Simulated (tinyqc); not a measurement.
Leakage currents through a thin dielectric: one step, computed by the program tinyqc.

Electrons leave an electrode with Fermi energy E_F above its band bottom; barriers are counted from the Fermi level, and both electrodes are alike.

Task: Transmission at the Fermi level. Field F = V/t; equivalent oxide thickness 3.9 t/k. WKB: a layer of mass m, field F and barrier b(x) = b_0 - e F x gives the exponent (4 sqrt(2 m)/(3 hbar e F)) [b_0^(3/2) - max(b_0 - e F t, 0)^(3/2)] for b_0 > 0; b_0 = barrier - (E - E_F); the transmission is D(E) = exp(-sum of exponents), without image force.

Inputs (values chosen for the exercise, modelled on Ta2O5):
```
quantity              value  unit
barrier height phi_B   0.75    eV
tunnelling mass m      0.34   m_0
thickness t               9    nm
voltage V               3.2     V
```

Stack: single layer.

Constants: m_0 = 9.1093837015e-31 kg; e = 1.602176634e-19 C; hbar = 1.054571817e-34 J s.

Give: exponent of the dielectric; transmission D(E_F).

Result:

exponent of the dielectric = 7.2761

transmission D(E_F) = 6.9185e-04
